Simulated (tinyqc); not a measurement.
Double quantum well by finite differences, step by step. Values are carried at full precision from step to step, so a last printed digit may differ when a step is redone from the rounded ones.

Finite differences on points z_i at the centres of cells of width h: H_ii = (c/h^2)(1/m_(i-1/2) + 1/m_(i+1/2)) + V_i, H_(i,i+1) = -(c/h^2)/m_(i+1/2), where m_(i+1/2) is the mean of the masses at the two points (the end values are repeated outwards), psi = 0 on the points beyond both ends, c = hbar^2/2m0. The field adds e F (z - z0) with z0 the middle of the structure; 1 kV/cm = 1e-5 eV/angstrom.

Constants: hbar^2/2m0 = 3.80998211 eV angstrom^2.

Parameters, chosen for this exercise (near those of a GaAs well in AlGaAs; not measured data):
```
symbol  value                                                                                              unit      meaning
layers  ((33, 0.316, 0.0994), (44, 0, 0.0674), (11, 0.316, 0.0994), (55, 0, 0.0674), (33, 0.316, 0.0994))            each layer: thickness in angstrom, band edge in eV, mass in m0
F       31                                                                                                 kV/cm     field along z
h       11                                                                                                 angstrom  cell width of the coarse grid
hf      0.6875                                                                                             angstrom  cell width of the fine grid
```

## The coarse grid

List the points, the potential with the field, and the masses.

Grid:
```
i   z (angstrom)   V (eV)  m (m0)
1            5.5   0.2904  0.0994
2           16.5   0.2938  0.0994
3           27.5   0.2972  0.0994
4           38.5  -0.0153  0.0674
5           49.5  -0.0119  0.0674
6           60.5  -0.0085  0.0674
7           71.5  -0.0051  0.0674
8           82.5   0.3143  0.0994
9           93.5   0.0017  0.0674
10         104.5   0.0051  0.0674
11         115.5   0.0085  0.0674
12         126.5   0.0119  0.0674
13         137.5   0.0153  0.0674
14         148.5   0.3348  0.0994
15         159.5   0.3382  0.0994
16         170.5   0.3416  0.0994
```

## The tridiagonal Hamiltonian

Form the diagonal and the neighbouring elements; V in the grid already includes the field.

diagonal H_ii (eV): 0.9240  0.9274  0.9916  0.8294  0.9224  0.9258  0.8396  1.0694  0.8464  0.9395  0.9429  0.9463  0.8601  1.0291  0.9717  0.9751

H_(i,i+1) (eV): -0.3168  -0.3168  -0.3775  -0.4672  -0.4672  -0.4672  -0.3775  -0.3775  -0.4672  -0.4672  -0.4672  -0.4672  -0.3775  -0.3168  -0.3168

## Lowest levels on the coarse grid

Diagonalise the symmetric tridiagonal matrix; give the three lowest levels and the weights u_i^2 (sum 1) of the two lowest.

levels (eV): 0.0568  0.0981  0.2684

weights on the points:
```
             1      2      3      4      5      6      7      8      9     10     11     12
level 1  0.000  0.003  0.016  0.072  0.117  0.134  0.114  0.061  0.106  0.123  0.114  0.083
level 2  0.001  0.006  0.030  0.118  0.158  0.129  0.057  0.001  0.032  0.093  0.137  0.133

            13     14     15     16
level 1  0.045  0.009  0.001  0.000
level 2  0.085  0.019  0.003  0.000
```

## Halving the cell width

The same with h, h/2, ..., h/32. The end points move with h, since psi vanishes half a cell beyond the structure. Richardson value (4 E(h/32) - E(h/16))/3.

Convergence:
```
cell (angstrom)  points  E1 (eV)  E2 (eV)  E1 - finest (meV)
11.0000              16  0.05681  0.09811             -5.181
5.5000               32  0.06057  0.10283             -1.419
2.7500               64  0.06162  0.10413             -0.373
1.3750              128  0.06190  0.10449             -0.096
0.6875              256  0.06197  0.10459             -0.021
0.3438              512  0.06199  0.10463              0.000
```

Richardson values of E1, E2 (eV): 0.06200  0.10464

The coarse grid is 5.2 meV too low in E1. The last differences between rows shrink by a factor 3.5 (4 for a pure h^2 error, 2 for one linear in h).

## Positions and dipoles on the fine grid

With h sum psi^2 = 1: <z - z0> of three levels, |z_12| and |z_13|, the mass m1 from 1/m1 = <1|1/m|1>, and f_1j = (m1/c)(E_j - E_1) z_1j^2.

levels (eV): 0.0620  0.1046  0.2824

<z - z0> (angstrom): -2.1  -3.7  10.3

|z_12|, |z_13| (angstrom): 29.92  2.02

m1 = 0.0699 m0

f_12, f_13: 0.700  0.017

Parity is broken, so the 1-3 transition is allowed, with 0.024 times the strength of 1-2. E2 - E1 = 42.6 meV, a wavelength of 29.1 micrometre (hc = 1239.841984 eV nm).

## Checks

- E1 at zero field on the grid h/32 against transfer matrices between the same hard ends, eV: both 0.0607.

Program tinyqc; command `OMP_NUM_THREADS=1 python tinyqc.py 1251072 1251073 out.jsonl`; about 0.02 s on one thread of a shared Intel(R) Xeon(R) Processor @ 2.30GHz.
